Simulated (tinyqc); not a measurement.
## Thermoelectric coefficients of a parabolic band, Landauer integrals: effect of the scattering exponent

Bulk parabolic band, x = (E - Ec)/kB T, C = hbar^2/(2 m0), kB T in eV. Modes per area gv m kB T x/(4 pi C) times the back-scattering length l0 x^rr give the transport function s0 X(x), s0 = (2 q^2/h) gv m kB T l0/(4 pi C), X = x^(1 + rr). I_k = int X (x - eta)^k w dx, w = 1/(4 cosh^2((x - eta)/2)).

sigma = s0 I_0, S = -(kB/q) I_1/I_0, Lorenz number L = (kB/q)^2 [I_2/I_0 - (I_1/I_0)^2], kappa_e = L sigma T. Power factor S^2 sigma, ZT = S^2 sigma T/(kappa_e + kL). The integrals are converged.

Values chosen for this exercise: temperature T = 400 K; mass of one valley m = 0.78 m0; valleys gv = 4; back-scattering length at x = 1 l0 = 4.3 nm; lattice thermal conductivity kL = 5.3 W/(m K); reduced Fermi level (EF - Ec)/kB T eta = 2.6.

Constants: q = 1.602176634e-19 C, kB = 1.380649e-23 J/K, hbar = 1.054571817e-34 J s, h = 6.62607015e-34 J s, m0 = 9.1093837015e-31 kg, Vt = kB T/q, hbar^2/(2 m0) = 0.0380998212 eV nm^2. Results are converted to the units shown.

Result of one run:
```
rr    sigma (S/cm)  S (uV/K)  kappa_e (W/(m K))  power factor (mW/(m K^2))       ZT  L (1e-8 V^2/K^2)
-0.5          1131    -62.19             0.8285                     0.4373  0.02855             1.832
```

What becomes of these results when the energy exponent of that length rr is changed from -0.5 to 1.5, all else the same?

Result of the changed run:
```
rr   sigma (S/cm)  S (uV/K)  kappa_e (W/(m K))  power factor (mW/(m K^2))     ZT  L (1e-8 V^2/K^2)
1.5       1.527e4    -185.6              15.13                      52.60  1.030             2.478
```

The whole series:
```
rr    sigma (S/cm)  S (uV/K)  kappa_e (W/(m K))  power factor (mW/(m K^2))       ZT  L (1e-8 V^2/K^2)
-0.5          1131    -62.19             0.8285                     0.4373  0.02855             1.832
0             1999    -95.40              1.548                      1.820   0.1063             1.936
0.5           3756    -126.2              3.127                      5.981   0.2839             2.082
1             7412    -156.0              6.710                      18.04   0.6007             2.263
1.5        1.527e4    -185.6              15.13                      52.60    1.030             2.478
2          3.269e4    -215.5              35.62                      151.9    1.485             2.724
2.5        7.257e4    -246.1              87.07                      439.6    1.904             2.999
```

|S| rises from 62.2 to 246 uV/K, on average 61.3 uV/K for each unit of rr (kB/q = 86.2 uV/K in the non-degenerate limit), since a length that grows with energy favours hot carriers. The Lorenz number rises from 1.83 to 3.00 (1e-8 V^2/K^2). l0 is held fixed, so sigma changes too.

Range of the model: Parabolic bands, elastic scattering and a fixed kL make these model figures, not those of a material.

Computed by the program tinyqc: `OMP_NUM_THREADS=1 python tinyqc.py 2800123 2800124 out.jsonl`, one thread of a shared Intel Xeon 2.30GHz, about 0.05 s for the whole run.
